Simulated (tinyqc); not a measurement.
Worked calculation: Hubbard ring of 6 sites. Computed by tinyqc, a small Python program that keeps every step. Settings: hopping = 1.16, U = 4.8, mixing = 0.2, iteration cap = 85. Command: `OMP_NUM_THREADS=1 python tinyqc.py 26729 26730 out.jsonl` (the two numbers bound the seeds that draw the settings). One thread of a shared host (Intel(R) Xeon(R) Processor @ 2.60GHz), about 0.2 s of CPU time with the checks.

one-body matrix (hopping and site energies) (eV), lower triangle:
```
,1,2,3,4,5,6
1,0.0800
2,-1.1600,-0.8700
3,0.0000,-1.1600,-0.2100
4,0.0000,0.0000,-1.1600,0.1400
5,0.0000,0.0000,0.0000,-1.1600,-0.9300
6,-1.1600,0.0000,0.0000,0.0000,-1.1600,0.4900
```

U = 4.8000 eV

electrons, up and down: 4  3

n(up) at the start (a guess, not normalised): 1 0.7170, 2 0.6170, 3 0.7170, 4 0.6170, 5 0.7170, 6 0.6170

n(down) at the start (a guess): 1 0.4500, 2 0.5500, 3 0.4500, 4 0.5500, 5 0.4500, 6 0.5500

Each step fills the lowest levels of T + U n(other spin) and sets n(new) = n + mixing (n(out) - n); stop when output and input agree to 1e-8.

Course of the cycle:
```
iteration,E (eV),largest |n(out) - n(in)|,mean |n_up - n_down|
1,-0.186332,2.88e-01,0.2022
2,-0.347411,2.19e-01,0.2213
3,-0.435680,1.71e-01,0.2404
4,-0.491756,1.38e-01,0.2596
5,-0.533213,1.14e-01,0.2790
6,-0.567867,9.69e-02,0.2985
7,-0.599281,8.52e-02,0.3181
8,-0.629095,8.24e-02,0.3376
9,-0.658035,8.06e-02,0.3570
10,-0.686351,7.93e-02,0.3762
11,-0.714026,7.81e-02,0.3950
...,...,...,...
75,-0.971790,3.21e-04,0.6280
76,-0.971790,2.91e-04,0.6280
77,-0.971791,2.65e-04,0.6280
78,-0.971791,2.40e-04,0.6280
79,-0.971791,2.18e-04,0.6281
80,-0.971791,1.98e-04,0.6281
81,-0.971791,1.80e-04,0.6281
82,-0.971791,1.63e-04,0.6281
83,-0.971791,1.48e-04,0.6281
84,-0.971791,1.35e-04,0.6281
85,-0.971791,1.22e-04,0.6281
```

Can the last value be used, and what does the course show?

Not by the stop rule, although the second column moves by less than 1e-07 over the last three steps. Not converged within 85 iterations: the residual falls steadily but slowly, by a factor of about 0.91 a step. The lowest mean-field energy found from random starts is -0.97179 eV. Reruns (cap 100 unless said): mixing 0.5: converged in 71 (E = -0.97179); mixing 0.9: converged in 37 (E = -0.97179); the original settings with a cap of 400: converged in 185 (E = -0.97179).
